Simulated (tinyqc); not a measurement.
Carbon nanotube by zone folding: one step. One point of one line.

Circumference C = n a1 + m a2, a = sqrt3 acc; d = a sqrt(n^2 + nm + m^2)/pi; tan(theta) = sqrt3 m/(2n + m); dR = gcd(2n + m, 2m + n); T = t1 a1 + t2 a2 with t1 = (2m + n)/dR, t2 = -(2n + m)/dR, |T| = sqrt3 pi d/dR; N = 2 (n^2 + nm + m^2)/dR hexagons a cell. On cutting line mu = 0 to N - 1 at x = k|T|/(2 pi) the phases are p1 = 2 pi (-t2 mu + m x)/N, p2 = 2 pi (t1 mu - n x)/N, and E = -/+ t |1 + exp(i p1) + exp(i p2)|.

Parameters, chosen for this exercise (near those used for carbon; not measured data): n = 12 (chiral index); m = 9 (chiral index); t = 2.75 eV (hopping); mu = 73 (cutting line); x = -0.21 (position on the line).

Question. Form the phases and the energy.

Give: p1, p2; E of the upper band.

Answer.

p1, p2 (rad): 22.67353  20.73225

E of the upper band = 0.9120 eV

Computed by tinyqc, a small Python program: `OMP_NUM_THREADS=1 python tinyqc.py 1482211 1482212 out.jsonl` (the numbers bound the seed that draws the inputs); one thread of a shared host (Intel(R) Xeon(R) Processor @ 2.30GHz), about 0.04 s for the whole set of steps.
